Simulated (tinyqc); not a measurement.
Input admittance of a MOSFET at zero drain bias: distributed channel and distributed gate: one step of the calculation.

Source and drain grounded, strong inversion, w = 2 pi f, Cox = eps0 eox/tox. The channel is an RC line of resistance 1/(mu Cox Vo) per square fed from both ends, so one finger has the intrinsic admittance y = i w Cox L tanh(g)/g per width, g = (1/2) sqrt(i w tau), tau = L^2/(mu Vo). The vertical resistance rv/L is in series with y, the overlaps 2 i w Cov in parallel: y_t = 1/(1/y + rv/L) + 2 i w Cov. The gate strip is a line of Rsh/L per length loaded by y_t, so a finger has Y = y_t Wf tanh(k)/k, k = (Wf/sd) sqrt(y_t Rsh/L); the device has Nf Y.

Question. Admittance of the channel and stack per width. tau, g, c = Cox L, y and y_t as defined.

Parameters, values chosen for the exercise; values of the order met in silicon radio-frequency transistors:
- eox = 22 (relative permittivity of the gate insulator (close to hafnium oxide))
- tox = 17 nm (insulator thickness)
- L = 0.33 um (channel length)
- mu = 180 cm^2/(V s) (channel mobility)
- Vo = 0.42 V (gate overdrive)
- rv = 4.1 ohm um^2 (vertical resistivity of the gate stack)
- Cov = 0.15 fF/um (overlap and fringe capacitance on each side)
- f = 14 GHz (frequency)

Constants: eps0 = 8.8541878128e-14 F/cm where lengths are in cm. Results are converted to the units shown.

Wanted: tau; g; c; y; y_t.

Answer.

tau = 14.40 ps
g = 0.3980+0.3980i
c = 3.781 fF/um
y = 34.6+328.2i uS/um
y_t = 35.9+354.3i uS/um

w tau = 1.27, and Im y is 0.987 of w c.

Program tinyqc, `OMP_NUM_THREADS=1 python tinyqc.py 2262024 2262025 out.jsonl`; Intel Xeon 2.30GHz, shared host, one thread, about 0.01 s.
